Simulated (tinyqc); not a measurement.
Growth of a silicide layer between metal and silicon: linear-parabolic kinetics, ramp anneals and Kissinger analysis: one step, computed by the program tinyqc. Command: `OMP_NUM_THREADS=1 python tinyqc.py 3022893 3022894 out.jsonl silicide walk`. One thread of a shared host (Intel(R) Xeon(R) Processor @ 2.30GHz), about 0.2 s of CPU time with the checks.

One compound layer of thickness x grows by diffusion through itself and reaction at an interface, dx/dt = 1/(2x/K + 1/v), until the metal is used up at x = a h.

Question. Ramp anneal. K = K0 exp(-E/(k_B T)), v = v0 exp(-E_v/(k_B T)). Temperatures in kelvin are T(C) + 273.15. Ramp from x = 0 at 100 C at the rate beta: dx/dT = (1/beta)/(2x/K + 1/v), integrated adaptively (tolerance 1e-9) until x = a h at T_f.

Inputs (values chosen for the exercise, modelled on CoSi): prefactor of the parabolic constant K = 4.4e+14 nm^2/s; activation energy E of K = 1.96 eV; prefactor of the interface velocity v = 2.7e+14 nm/s; activation energy E_v = 2.16 eV; ramp rate beta = 0.1 C/s.

final thickness = 42.42 nm

Constants: k_B = 8.617333262e-05 eV/K.

Give: completion temperature T_f.

Answer.

completion temperature T_f = 462.22 C
